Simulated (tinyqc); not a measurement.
Worked calculation: UHF in the 6-31g basis, for H4, spin multiplicity 3. This run ends on a higher stationary point, not on the lowest solution. One step of it, computed by the program tinyqc.

Problem. Iteration 2: diagonalisation and new density. Diagonalise F' = X^T F X, C = X C', fill 3 alpha and 1 beta electrons from the bottom; D(s) = C_occ C_occ^T; the new density keeps 0.7 of the old one (damping). Each column has its largest component positive (the first on a tie).

extrapolated F(alpha) (hartree), lower triangle:
```
           1H 1s      1H 2s      2H 1s      2H 2s      3H 1s      3H 2s      4H 1s      4H 2s
1H 1s  -0.289589
1H 2s  -0.650024  -0.487626
2H 1s  -0.666486  -0.603306  -0.289589
2H 2s  -0.603306  -0.486658  -0.650024  -0.487626
3H 1s  -0.081707  -0.230911  -0.028958  -0.187591  -0.289589
3H 2s  -0.230911  -0.297795  -0.187591  -0.276297  -0.650024  -0.487626
4H 1s  -0.028958  -0.187591  -0.081707  -0.230911  -0.666486  -0.603306  -0.289589
4H 2s  -0.187591  -0.276297  -0.230911  -0.297795  -0.603306  -0.486658  -0.650024  -0.487626
```

extrapolated F(beta) (hartree), lower triangle:
```
           1H 1s      1H 2s      2H 1s      2H 2s      3H 1s      3H 2s      4H 1s      4H 2s
1H 1s   0.121530
1H 2s  -0.375359  -0.268548
2H 1s  -0.398185  -0.387546   0.121530
2H 2s  -0.387546  -0.304590  -0.375359  -0.268548
3H 1s  -0.146437  -0.238498  -0.128312  -0.229562   0.121530
3H 2s  -0.238498  -0.269217  -0.229562  -0.276379  -0.375359  -0.268548
4H 1s  -0.128312  -0.229562  -0.146437  -0.238498  -0.398185  -0.387546   0.121530
4H 2s  -0.229562  -0.276379  -0.238498  -0.269217  -0.387546  -0.304590  -0.375359  -0.268548
```

X:
```
               1          2          3          4          5          6          7         8
1H 1s  -0.481710  -0.566769  -0.526476   0.578962   0.669509   0.591466   0.266693  0.146865
1H 2s   2.118747   1.328256   0.657086  -0.395720   0.152217   0.252379   0.213682  0.214872
2H 1s   0.481710   0.566769  -0.526476   0.578962  -0.669509  -0.591466   0.266693  0.146865
2H 2s  -2.118747  -1.328256   0.657086  -0.395720  -0.152217  -0.252379   0.213682  0.214872
3H 1s   0.481710  -0.566769   0.526476   0.578962  -0.669509   0.591466  -0.266693  0.146865
3H 2s  -2.118747   1.328256  -0.657086  -0.395720  -0.152217   0.252379  -0.213682  0.214872
4H 1s  -0.481710   0.566769   0.526476   0.578962   0.669509  -0.591466  -0.266693  0.146865
4H 2s   2.118747  -1.328256  -0.657086  -0.395720   0.152217  -0.252379  -0.213682  0.214872
```

D(alpha) after iteration 1, lower triangle:
```
           1H 1s      1H 2s      2H 1s      2H 2s      3H 1s      3H 2s     4H 1s     4H 2s
1H 1s   0.266841
1H 2s   0.284696   0.734624
2H 1s   0.123356  -0.142175   0.266841
2H 2s  -0.142175  -0.676966   0.284696   0.734624
3H 1s   0.041994   0.204049  -0.101492  -0.222822   0.266841
3H 2s   0.204049   0.701222  -0.222822  -0.710368   0.284696   0.734624
4H 1s  -0.101492  -0.222822   0.041994   0.204049   0.123356  -0.142175  0.266841
4H 2s  -0.222822  -0.710368   0.204049   0.701222  -0.142175  -0.676966  0.284696  0.734624
```

D(beta) after iteration 1, lower triangle:
```
          1H 1s     1H 2s     2H 1s     2H 2s     3H 1s     3H 2s     4H 1s     4H 2s
1H 1s  0.076275
1H 2s  0.031343  0.015316
2H 1s  0.076275  0.031343  0.076275
2H 2s  0.031343  0.015316  0.031343  0.015316
3H 1s  0.076275  0.031343  0.076275  0.031343  0.076275
3H 2s  0.031343  0.015316  0.031343  0.015316  0.031343  0.015316
4H 1s  0.076275  0.031343  0.076275  0.031343  0.076275  0.031343  0.076275
4H 2s  0.031343  0.015316  0.031343  0.015316  0.031343  0.015316  0.031343  0.015316
```

overlap S, lower triangle:
```
          1H 1s     1H 2s     2H 1s     2H 2s     3H 1s     3H 2s     4H 1s     4H 2s
1H 1s  1.000000
1H 2s  0.658292  1.000000
2H 1s  0.481621  0.519214  1.000000
2H 2s  0.519214  0.864527  0.658292  1.000000
3H 1s  0.025769  0.170439  0.014247  0.134559  1.000000
3H 2s  0.170439  0.435933  0.134559  0.376876  0.658292  1.000000
4H 1s  0.014247  0.134559  0.025769  0.170439  0.481621  0.519214  1.000000
4H 2s  0.134559  0.376876  0.170439  0.435933  0.519214  0.864527  0.658292  1.000000
```

Give: F' = X^T F X; orbital energies; coefficients C; F' = X^T F X; orbital energies; coefficients C; D(alpha) after iteration 2; D(beta) after iteration 2.

Solution.

F' = X^T F X (alpha) (hartree), lower triangle:
```
        1       2      3       4      5      6       7       8
1   0.795
2   0.000   0.800
3   0.000   0.000  0.682
4   0.000   0.000  0.000   0.664
5  -0.546   0.000  0.000   0.000  0.769
6   0.000  -0.696  0.000   0.000  0.000  0.340
7   0.000   0.000  0.041   0.000  0.000  0.000  -0.694
8   0.000   0.000  0.000  -0.279  0.000  0.000   0.000  -0.800
```

orbital energies (alpha) (hartree): MO1 -0.852, MO2 -0.695, MO3 -0.163, MO4 0.236, MO5 0.683, MO6 0.716, MO7 1.303, MO8 1.329

coefficients C (alpha):
```
         MO1     MO2     MO3     MO4     MO5     MO6     MO7     MO8
1H 1s  0.249   0.282   0.147   0.142  -0.518   0.543  -0.806  -0.812
1H 2s  0.140   0.194   0.983   1.589   0.663  -0.428   0.929   1.409
2H 1s  0.249   0.282  -0.147  -0.142  -0.518   0.543   0.806   0.812
2H 2s  0.140   0.194  -0.983  -1.589   0.663  -0.428  -0.929  -1.409
3H 1s  0.249  -0.282   0.147  -0.142   0.518   0.543  -0.806   0.812
3H 2s  0.140  -0.194   0.983  -1.589  -0.663  -0.428   0.929  -1.409
4H 1s  0.249  -0.282  -0.147   0.142   0.518   0.543   0.806  -0.812
4H 2s  0.140  -0.194  -0.983   1.589  -0.663  -0.428  -0.929   1.409
```

F' = X^T F X (beta) (hartree), lower triangle:
```
        1       2       3       4      5      6       7       8
1   0.845
2   0.000   0.930
3   0.000   0.000   0.766
4   0.000   0.000   0.000   0.816
5  -0.543   0.000   0.000   0.000  0.984
6   0.000  -0.606   0.000   0.000  0.000  0.717
7   0.000   0.000  -0.088   0.000  0.000  0.000  -0.140
8   0.000   0.000   0.000  -0.133  0.000  0.000   0.000  -0.565
```

orbital energies (beta) (hartree): MO1 -0.578, MO2 -0.149, MO3 0.208, MO4 0.367, MO5 0.775, MO6 0.829, MO7 1.439, MO8 1.462

coefficients C (beta):
```
         MO1     MO2     MO3     MO4     MO5     MO6     MO7     MO8
1H 1s  0.201   0.215   0.089   0.081  -0.550   0.562  -0.814  -0.821
1H 2s  0.176   0.276   1.047   1.691   0.633  -0.414   0.855   1.286
2H 1s  0.201   0.215  -0.089  -0.081  -0.550   0.562   0.814   0.821
2H 2s  0.176   0.276  -1.047  -1.691   0.633  -0.414  -0.855  -1.286
3H 1s  0.201  -0.215   0.089  -0.081   0.550   0.562  -0.814   0.821
3H 2s  0.176  -0.276   1.047  -1.691  -0.633  -0.414   0.855  -1.286
4H 1s  0.201  -0.215  -0.089   0.081   0.550   0.562   0.814  -0.821
4H 2s  0.176  -0.276  -1.047   1.691  -0.633  -0.414  -0.855   1.286
```

D(alpha) after iteration 2, lower triangle:
```
        1H 1s   1H 2s   2H 1s   2H 2s   3H 1s   3H 2s  4H 1s  4H 2s
1H 1s   0.236
1H 2s   0.270   0.821
2H 1s   0.122  -0.116   0.236
2H 2s  -0.116  -0.746   0.270   0.821
3H 1s   0.031   0.180  -0.083  -0.205   0.236
3H 2s   0.180   0.775  -0.205  -0.792   0.270   0.821
4H 1s  -0.083  -0.205   0.031   0.180   0.122  -0.116  0.236
4H 2s  -0.205  -0.792   0.180   0.775  -0.116  -0.746  0.270  0.821
```

D(beta) after iteration 2, lower triangle:
```
       1H 1s  1H 2s  2H 1s  2H 2s  3H 1s  3H 2s  4H 1s  4H 2s
1H 1s  0.066
1H 2s  0.033  0.020
2H 1s  0.066  0.033  0.066
2H 2s  0.033  0.020  0.033  0.020
3H 1s  0.066  0.033  0.066  0.033  0.066
3H 2s  0.033  0.020  0.033  0.020  0.033  0.020
4H 1s  0.066  0.033  0.066  0.033  0.066  0.033  0.066
4H 2s  0.033  0.020  0.033  0.020  0.033  0.020  0.033  0.020
```
